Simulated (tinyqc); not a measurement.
Inside a calculation. Model: all-pass ring resonator.

tinyqc, about 0.01 s, one thread, Intel Xeon 2.30GHz (shared host): `OMP_NUM_THREADS=1 python tinyqc.py 2650102 2650103 out.jsonl` Printed values are rounded.

A ring of length L = 2 pi Rr coupled to one bus waveguide: round-trip amplitude a = 10^(-al L/20), self-coupling t = sqrt(1 - k2). At detuning d from the resonance the round-trip phase is p = 2 pi d/FSR and the transmission T = (a^2 - 2 a t cos p + t^2)/(1 - 2 a t cos p + a^2 t^2). Lossless coupler, linear absorption only.

Inputs (values chosen for the exercise); values close to those of silicon waveguides: cold resonance wavelength lam = 1310 nm; ring radius Rr = 7.5 um; group index ng = 4.21; propagation loss al = 10 dB/cm; power coupling k2 = 0.014; thermo-optic change of the effective index dT = 0.0002 1/K; thermal resistance Rt = 3.6 K/mW; share of the loss that heats the ring fa = 0.54; input power Pin = 0.043 mW; laser detuning from the cold resonance dl = -21 pm.

Constants: c = 299792458 m/s. Results are converted to the units shown.

## Resonance parameters

FSR = lam^2/(ng L), finesse F = pi sqrt(a t)/(1 - a t), FWHM = FSR/F, Q = lam/FWHM, Tmin = (a - t)^2/(1 - a t)^2, power build-up k2 a^2/(1 - a t)^2, optical bandwidth c/(lam Q).

a = 0.9945894
t = 0.9929753
FSR = 8.650065 nm
F = 251.8335
FWHM = 34.34835 pm
Q = 38138.66
Tmin = -17.70834 dB
build-up = 90.10742
bandwidth = 6.000453 GHz

The ring is overcoupled; critical coupling needs k2 = 1 - a^2 = 0.0108.

## Iteration 1: thermal shift of the resonance

s at the start = 0 pm

T is the transmission at d = dl - s, p = 2 pi d/FSR; out = (lam dT/ng) Rt fa (1 - T) Pin; s(new) = out.

d = -21 pm
T = 0.6060121
out = 2.049589 pm
s after iteration 1 = 2.049589 pm

## Iteration 2: thermal shift of the resonance

As before.

d = -23.04959 pm
T = 0.6490623
out = 1.825635 pm
s after iteration 2 = 1.825635 pm

## Course of the iteration: thermal shift of the resonance

Stop when s changes by less than 1e-7 pm, or after 200 iterations.

Course of the iteration:
```
iteration    s (pm)  |change| (pm)
1          2.049589           2.05
2          1.825635          0.224
3          1.848621         0.0230
4          1.846246        2.38e-3
5          1.846491        2.45e-4
6          1.846466        2.53e-5
7          1.846468        2.62e-6
8          1.846468        2.70e-7
9          1.846468        2.79e-8
```

Converged in 9 iterations. At the end each change is about 0.10 times the one before, with alternating sign: linear convergence. The equation has 1 root(s).
